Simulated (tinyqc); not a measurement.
Two-diode model of a solar cell: one step of the calculation.

J is the current delivered and Vj = V + J Rs the junction voltage. J = X JL - J01 (exp(Vj/(n1 Vt)) - 1) - J02 (exp(Vj/(2 Vt)) - 1) - Vj/Rp. The photocurrent does not depend on voltage.

Question. Figures of merit. Jsc at V = 0, Voc at J = 0, the maximum power point where J (1 + 2 Rs G) = G Vj with G = -dJ/dVj; FF = Vmp Jmp/(Voc Jsc); efficiency Vmp Jmp/(X Pin). Empirical fill factor without parasitics FF0 = (v - ln(v + 0.72))/(v + 1), v = Voc/(n1 Vt).

Parameters, values chosen for the exercise; values of the order met in cells of cadmium telluride: temperature T = 300 K; photocurrent at one sun JL = 23.8 mA/cm^2; concentration X = 1 suns; saturation current of the first diode J01 = 5.2e-17 A/cm^2; ideality factor of the first diode n1 = 1; series resistance Rs = 0 ohm cm^2; shunt resistance Rp = 700 ohm cm^2; incident power at one sun Pin = 100 mW/cm^2; saturation current of the second diode (ideality 2) J02 = 2.5e-10 A/cm^2.

Constants: q = 1.602176634e-19 C, kB = 1.380649e-23 J/K, Vt = kB T/q. Results are converted to the units shown.

Find: Jsc; Voc; Vmp; Jmp; FF; efficiency; FF0.

Answer.

Jsc = 23.80 mA/cm^2
Voc = 0.8654 V
Vmp = 0.7647 V
Jmp = 21.68 mA/cm^2
FF = 0.8050
efficiency = 16.58 %
FF0 = 0.8685

FF is 7.3 % below FF0. Removing one loss at a time changes the efficiency by: shunt +0.84, second diode +0.60 points.

tinyqc, about 0.01 s, one thread, Intel Xeon 2.30GHz (shared host): `OMP_NUM_THREADS=1 python tinyqc.py 2280038 2280039 out.jsonl`
